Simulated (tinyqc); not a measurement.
# Bandgap voltage reference from two bipolar transistors: output against temperature

Two transistors of area 1 and N carry the same current I. Is(T) = Is (T/T0)^eta exp[(Vg0 q/kB)(1/T0 - 1/T)], VBE1 = Vt ln(I/Is(T)) + I rb, VBE2 = Vt ln(I/(N Is(T))) + I rb/N. The amplifier forces I R1(T) = VBE1 - VBE2 + Vos, with R(T) = R (1 + tc (T - T0)) for both resistors, and the output is Vref = VBE1 + I R2(T). Base currents and the Early effect are neglected.

Vt = kB T/q; I = (Vt ln N + Vos)/(R1(T) - rb (1 - 1/N)).

Parameters, values chosen for the exercise; values of the order met in silicon bipolar transistors: reference temperature T0 = 300 K; band-gap voltage extrapolated to 0 K Vg0 = 1.188 V; temperature exponent of the saturation current eta = 4; saturation current of the unit transistor at T0 Is = 1.1e-16 A; area ratio of the second transistor N = 8; resistor across which the difference of VBE falls, at T0 R1 = 10 kohm; temperature coefficient of both resistors tc = 0 ppm/K; offset of the amplifier Vos = 2.6 mV; series resistance of the unit transistor rb = 10 ohm; output resistor at T0 R2 = 119.3 kohm.

Constants: q = 1.602176634e-19 C, kB = 1.380649e-23 J/K. Results are converted to the units shown.

Output against temperature:

| T (K) | I (uA) | VBE1 (V) | I R2 (V) | Vref (V) | Vref - Vref(T0) (mV) | dVref/dT (uV/K) |
|---|---|---|---|---|---|---|
| 218 | 4.170 | 0.8063 | 0.4975 | 1.304 | -6.684 | 125.0 |
| 233 | 4.439 | 0.7760 | 0.5296 | 1.306 | -4.940 | 107.8 |
| 253 | 4.798 | 0.7351 | 0.5724 | 1.308 | -3.000 | 86.49 |
| 273 | 5.156 | 0.6939 | 0.6152 | 1.309 | -1.469 | 66.80 |
| 298 | 5.605 | 0.6418 | 0.6687 | 1.310 | -0.08654 | 44.13 |
| 323 | 6.053 | 0.5891 | 0.7221 | 1.311 | 0.7528 | 23.29 |
| 348 | 6.502 | 0.5360 | 0.7756 | 1.312 | 1.091 | 4.010 |
| 373 | 6.950 | 0.4824 | 0.8291 | 1.311 | 0.9645 | -13.93 |
| 398 | 7.398 | 0.4283 | 0.8826 | 1.311 | 0.4041 | -30.71 |
| 423 | 7.847 | 0.3738 | 0.9361 | 1.310 | -0.5626 | -46.47 |

VBE1 falls by 2.11 mV/K on average and I R2 rises by 2.14 mV/K. The slope of Vref vanishes at T = 353 K. Between 233 and 398 K Vref spans 6.04 mV, or 27.9 ppm/K by the box method (span over the average over T, over 165 K).

Computed by the program tinyqc: `OMP_NUM_THREADS=1 python tinyqc.py 2062197 2062198 out.jsonl`, one thread of a shared Intel Xeon 2.30GHz, about 0.02 s for the whole run.
